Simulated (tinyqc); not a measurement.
Plane-wave Kohn-Sham cycle with exchange-only LDA in a layered model solid, step by step. Computed by tinyqc, a small Python program that keeps every step. Settings: points = 16, plane-wave index or count = 3, electrons = 4, k points = 1, area = 14.0, mixing = 0.3, iteration cap = 65, Kerker q0 = 0.85. Command: `OMP_NUM_THREADS=1 python tinyqc.py 22298 22299 out.jsonl` (the two numbers bound the seeds that draw the settings). One thread of a shared host (Intel(R) Xeon(R) Processor @ 2.60GHz), about 0.02 s of CPU time with the checks. Later iterations appear only in the table of the cycle.

## Iteration 1: potential

A solid whose potential varies along x alone (atomic units):
```
parameter                      value
period a                    5.300000
cross-section of the cell  14.000000
electrons per cell                 4
grid points                       16
plane waves -n..n, n               3
k points                           1
V1 in V1 cos(2 pi x/a)     -0.550000
```

density at the start, on the grid x_j = j a/N (e/bohr^3): [0.0539084, 0.0539084, 0.0539084, 0.0539084, 0.0539084, 0.0539084, 0.0539084, 0.0539084, 0.0539084, 0.0539084, 0.0539084, 0.0539084, 0.0539084, 0.0539084, 0.0539084, 0.0539084]

V_H(G) = 4 pi rho(G)/G^2 for G != 0 (uniform background); v_x = -(3 rho/pi)^(1/3); V = V_ext + V_H + v_x; Fourier components f(G_m) = (1/N) sum_j f(x_j) exp(-i G_m x_j).

Potentials on the grid (hartree):
```
x           V_ext      V_H       v_x         V
0.00000  -0.55000  0.00000  -0.37200  -0.92200
0.33125  -0.50813  0.00000  -0.37200  -0.88013
0.66250  -0.38891  0.00000  -0.37200  -0.76091
0.99375  -0.21048  0.00000  -0.37200  -0.58248
1.32500         0  0.00000  -0.37200  -0.37200
1.65625   0.21048  0.00000  -0.37200  -0.16152
1.98750   0.38891  0.00000  -0.37200   0.01691
2.31875   0.50813  0.00000  -0.37200   0.13613
2.65000   0.55000  0.00000  -0.37200   0.17800
2.98125   0.50813  0.00000  -0.37200   0.13613
3.31250   0.38891  0.00000  -0.37200   0.01691
3.64375   0.21048  0.00000  -0.37200  -0.16152
3.97500         0  0.00000  -0.37200  -0.37200
4.30625  -0.21048  0.00000  -0.37200  -0.58248
4.63750  -0.38891  0.00000  -0.37200  -0.76091
4.96875  -0.50813  0.00000  -0.37200  -0.88013
```

V(G_m), m = 0, 1, 2, ... (hartree): [-0.37200, -0.27500, 0.00000, 0.00000, 0.00000, 0.00000, 0.00000]

## Iteration 1: Hamiltonian at one k

k = 0.00000 2 pi / a

H(m,m') = (k + G_m)^2/2 delta + V(G_m - G_m'), with V(-G) = V(G).

H (hartree), order -3, -2, -1, +0, +1, +2, +3:
```
[[5.95242, -0.27500, 0.00000, 0.00000, 0.00000, 0.00000, 0.00000],
 [-0.27500, 2.43885, -0.27500, 0.00000, 0.00000, 0.00000, 0.00000],
 [0.00000, -0.27500, 0.33071, -0.27500, 0.00000, 0.00000, 0.00000],
 [0.00000, 0.00000, -0.27500, -0.37200, -0.27500, 0.00000, 0.00000],
 [0.00000, 0.00000, 0.00000, -0.27500, 0.33071, -0.27500, 0.00000],
 [0.00000, 0.00000, 0.00000, 0.00000, -0.27500, 2.43885, -0.27500],
 [0.00000, 0.00000, 0.00000, 0.00000, 0.00000, -0.27500, 5.95242]]
```

## Iteration 1: levels at that k

Diagonalise the Hermitian matrix.

eigenvalues (hartree): [-0.54904, 0.29521, 0.47135, 2.45288, 2.45378, 5.97389, 5.97389]

## Iteration 1: new density

Motion across x is left out: the lowest 2 band(s) hold two electrons at each of the k points (j + 1/2)/nk - 1/2. Residual R = rho(out) - rho(in); rho(new) = rho(in) + 0.3 R, with R(G) scaled by G^2/(G^2 + 0.85^2) (Kerker). rho(out) = 2/(a A nk) sum |psi|^2 with psi = sum c exp(i G x). Harris energy E = band energy - dV sum rho (V_H/2 + v_x) + (3/4) dV sum rho v_x with rho(in), dV = a A/N, band energy = (2/nk) sum of the filled levels.

rho(out) (e/bohr^3): [0.0648699, 0.0720068, 0.0845665, 0.0865946, 0.0720806, 0.0479073, 0.0246481, 0.0091247, 0.0038064, 0.0091247, 0.0246481, 0.0479073, 0.0720806, 0.0865946, 0.0845665, 0.0720068]

density after iteration 1 (e/bohr^3): [0.0542308, 0.0564000, 0.0604064, 0.0617497, 0.0587218, 0.0531608, 0.0478167, 0.0443230, 0.0431463, 0.0443230, 0.0478167, 0.0531608, 0.0587218, 0.0617497, 0.0604064, 0.0564000]

energy per cell = -0.1356473 hartree

## Iteration 2: potential

As before.

Potentials on the grid (hartree):
```
x           V_ext       V_H       v_x         V
0.00000  -0.55000   0.05159  -0.37274  -0.87115
0.33125  -0.50813   0.05110  -0.37764  -0.83468
0.66250  -0.38891   0.04695  -0.38638  -0.72834
0.99375  -0.21048   0.03417  -0.38923  -0.56553
1.32500         0   0.01110  -0.38276  -0.37166
1.65625   0.21048  -0.01831  -0.37027  -0.17811
1.98750   0.38891  -0.04672  -0.35742  -0.01524
2.31875   0.50813  -0.06696  -0.34850   0.09268
2.65000   0.55000  -0.07424  -0.34539   0.13037
2.98125   0.50813  -0.06696  -0.34850   0.09268
3.31250   0.38891  -0.04672  -0.35742  -0.01524
3.64375   0.21048  -0.01831  -0.37027  -0.17811
3.97500         0   0.01110  -0.38276  -0.37166
4.30625  -0.21048   0.03417  -0.38923  -0.56553
4.63750  -0.38891   0.04695  -0.38638  -0.72834
4.96875  -0.50813   0.05110  -0.37764  -0.83468
```

V(G_m), m = 0, 1, 2, ... (hartree): [-0.37141, -0.25125, 0.00030, 0.00082, 0.00019, 0.00005, 0.00001]

## Iteration 2: Hamiltonian at one k

k = 0.00000 2 pi / a

As before.

H (hartree), order -3, -2, -1, +0, +1, +2, +3:
```
[[5.95301, -0.25125, 0.00030, 0.00082, 0.00019, 0.00005, 0.00001],
 [-0.25125, 2.43944, -0.25125, 0.00030, 0.00082, 0.00019, 0.00005],
 [0.00030, -0.25125, 0.33130, -0.25125, 0.00030, 0.00082, 0.00019],
 [0.00082, 0.00030, -0.25125, -0.37141, -0.25125, 0.00030, 0.00082],
 [0.00019, 0.00082, 0.00030, -0.25125, 0.33130, -0.25125, 0.00030],
 [0.00005, 0.00019, 0.00082, 0.00030, -0.25125, 2.43944, -0.25125],
 [0.00001, 0.00005, 0.00019, 0.00082, 0.00030, -0.25125, 5.95301]]
```

## Iteration 2: levels at that k

As before.

eigenvalues (hartree): [-0.52290, 0.30113, 0.45296, 2.45118, 2.45184, 5.97094, 5.97095]

## Iteration 2: new density

As before.

rho(out) (e/bohr^3): [0.0624461, 0.0696775, 0.0828386, 0.0862015, 0.0731256, 0.0496388, 0.0261777, 0.0101156, 0.0045368, 0.0101156, 0.0261777, 0.0496388, 0.0731256, 0.0862015, 0.0828386, 0.0696775]

density after iteration 2 (e/bohr^3): [0.0544878, 0.0581967, 0.0651226, 0.0676064, 0.0625410, 0.0528680, 0.0433310, 0.0369624, 0.0347897, 0.0369624, 0.0433310, 0.0528680, 0.0625410, 0.0676064, 0.0651226, 0.0581967]

energy per cell = -0.0801244 hartree

## Convergence

Stop when sqrt(dV sum R^2) is below 1e-8, dV = a A/N.

Course of the cycle:
```
iteration  E (hartree)  norm of the residual
1           -0.1356473              2.53e-01
2           -0.0801244              1.91e-01
3           -0.0500264              1.43e-01
4           -0.0340569              1.08e-01
5           -0.0257331              8.06e-02
6           -0.0214597              6.05e-02
7           -0.0192946              4.53e-02
8           -0.0182106              3.40e-02
9           -0.0176735              2.56e-02
10          -0.0174101              1.92e-02
11          -0.0172821              1.45e-02
...                ...                   ...
52          -0.0171653              1.46e-07
53          -0.0171653              1.10e-07
54          -0.0171653              8.30e-08
55          -0.0171653              6.27e-08
56          -0.0171653              4.73e-08
57          -0.0171653              3.57e-08
58          -0.0171653              2.70e-08
59          -0.0171653              2.04e-08
60          -0.0171653              1.54e-08
61          -0.0171653              1.16e-08
62          -0.0171653              8.76e-09
```

Converged in 62 iterations. Before convergence this energy mixes input and output and is not variational, so it may rise towards its limit.
